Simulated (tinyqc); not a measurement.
Worked calculation: crystal pulling from the melt: segregation, interface stability, heat balance and point-defect regime. Computed by tinyqc, a small Python program that keeps every step. Command: `OMP_NUM_THREADS=1 python tinyqc.py 3010622 3010623 out.jsonl pull walk`. One thread of a shared host (Intel(R) Xeon(R) Processor @ 2.30GHz), about 0.01 s of CPU time with the checks. Intermediate numbers are printed to about 7 digits and carried at full precision; extremes and crossings named in words are read from the listed rows.

A dilute solute; steady pulling with a flat interface unless it is found unstable.

Inputs (values chosen for the exercise, for a model semiconductor):

| quantity | value | unit |
|---|---|---|
| equilibrium coefficient k0 | 0.2 | - |
| initial melt concentration C0 | 1.5e+20 | 1/cm^3 |
| diffusivity in the melt D | 0.00014 | cm^2/s |
| kinematic viscosity nu | 0.0038 | cm^2/s |
| crystal rotation | 15 | rpm |
| pull rate V | 1.5 | mm/min |
| gradient in the melt G_L | 7.3 | K/cm |
| solid conductivity k_S | 24.2 | W/(m K) |
| melt conductivity k_L | 65.4 | W/(m K) |
| latent heat per volume L | 4150 | J/cm^3 |
| melting point T_m | 1685 | K |
| interface energy gamma | 0.45 | J/m^2 |
| frozen fraction g | 0.17 | - |
| critical ratio xi_c | 0.14 | mm^2/(min K) |

Loss from the melt surface: none.

Constants: k_B = 1.380649e-23 J/K.

## Boundary layer and effective coefficient

delta = 1.61 D^(1/3) nu^(1/6) omega^(-1/2), omega = 2 pi rpm/60; k_eff = k0/[k0 + (1 - k0) exp(-V delta/D)] (Burton, Prim and Slichter); the melt at the interface is enriched by k_eff/k0.

boundary layer delta = 263.4951 micrometre

V delta/D = 0.4705270

k_eff = 0.2858211

enrichment at the interface = 1.429106

k_eff has moved 10.7 % of the way from k0 to 1. A 10 % ripple of V gives striations of 3.36 % in C_s, since d ln k_eff/d ln V = (1 - k_eff) V delta/D.

## Concentration at the frozen fraction g

Axial profile: C_s = k_eff C0 (1 - g)^(k_eff - 1); bulk melt C_L = C_s/k_eff. Usable fraction: the g at which C_s has changed by 30 % from its first value (0.99 at most).

C_s = 4.897543e+19 1/cm^3

C_L = 1.713499e+20 1/cm^3

usable fraction = 0.3074431

C_s rises along the crystal.

## Heat balance and the ratio V/G

k_S G_S = k_L G_L + L V; the largest rate for this G_S, with G_L = 0, is k_S G_S/L. Voronkov: the crystal grows vacancy-rich if V/G_S > xi_c and interstitial-rich if below; at fixed G_L the neutral rate solves V = xi_c G_S(V).

gradient in the solid G_S = 62.6 K/cm

largest rate = 2.190246 mm/min

V/G_S = 0.2396166 mm^2/(min K)

neutral pull rate = 0.4604280 mm/min

V/G_S is 1.71 xi_c: vacancies survive and can cluster into voids. Latent heat makes up 68 % of the flux.

## Constitutional supercooling

Liquidus slope per concentration (van 't Hoff): |m| = k_B T_m^2 (1 - k0)/L. Solute gradient at the interface: G_C = (V/D) C_s (1 - k0)/k0. Constitutional supercooling sets in when |m| G_C > G_L. Critical C_s from the equality.

|m| = 7.556575e-21 K cm^3

|m| G_C = 26.43475 K/cm

critical C_s = 1.352465e+19 1/cm^3

ratio |m| G_C/G_L = 3.621199

The melt ahead of the interface is supercooled: cells may form.

## Morphological stability

Liquidus slope per concentration (van 't Hoff): |m| = k_B T_m^2 (1 - k0)/L. Solute gradient at the interface: G_C = (V/D) C_s (1 - k0)/k0. Constitutional supercooling sets in when |m| G_C > G_L. Mullins-Sekerka for a thick solute layer: a ripple of wave number w grows if S(w) = -Gam w^2 - G* + |m| G_C (w* - V/D)/(w* - (1 - k0) V/D) > 0, Gam = gamma T_m/L, G* = (k_S G_S + k_L G_L)/(k_S + k_L), w* = V/(2D) + sqrt((V/(2D))^2 + w^2). The critical C_s is that at which the maximum of S over w is zero.

critical C_s, Mullins-Sekerka = 4.299499e+19 1/cm^3

wavelength at onset = 466.5014 micrometre

ratio to the constitutional value = 3.179010

The full theory allows 3.18 times more solute: the weighted gradient G* replaces G_L, and capillarity and lateral diffusion help. At g the interface is unstable. Caution: the onset wavelength exceeds the stirred boundary layer, so flow cuts off the solute field assumed in this theory.

## Along the crystal

Axial profile: C_s = k_eff C0 (1 - g)^(k_eff - 1); bulk melt C_L = C_s/k_eff.

Axial profile:

| g | C_s (1/cm^3) | C_s/C_s(0) | the same for k0, no loss | C_s over constitutional limit | C_s over Mullins-Sekerka limit |
|---|---|---|---|---|---|
| 0.00 | 4.287317e+19 | 1.00000 | 1.00000 | 3.17000 | 0.99717 |
| 0.20 | 5.028016e+19 | 1.17277 | 1.19544 | 3.71767 | 1.16944 |
| 0.40 | 6.174833e+19 | 1.44026 | 1.50480 | 4.56562 | 1.43618 |
| 0.60 | 8.248708e+19 | 1.92398 | 2.08138 | 6.09902 | 1.91853 |
| 0.75 | 1.153889e+20 | 2.69140 | 3.03143 | 8.53175 | 2.68378 |
| 0.85 | 1.661896e+20 | 3.87631 | 4.56170 | 12.28791 | 3.86532 |
| 0.92 | 2.603608e+20 | 6.07281 | 7.54272 | 19.25084 | 6.05561 |
| 0.97 | 5.245579e+20 | 12.23511 | 16.53115 | 38.78533 | 12.20044 |

C_s changes by a factor 12.2 up to g = 0.97, against 16.5 for k0 without loss. The constitutional limit is passed from g = 0 on, the full limit from g = 0.2 on: from there on the crystal breaks down unless V is cut.

Checks made by the program: the striation formula against a difference (relative difference below 1e-10).
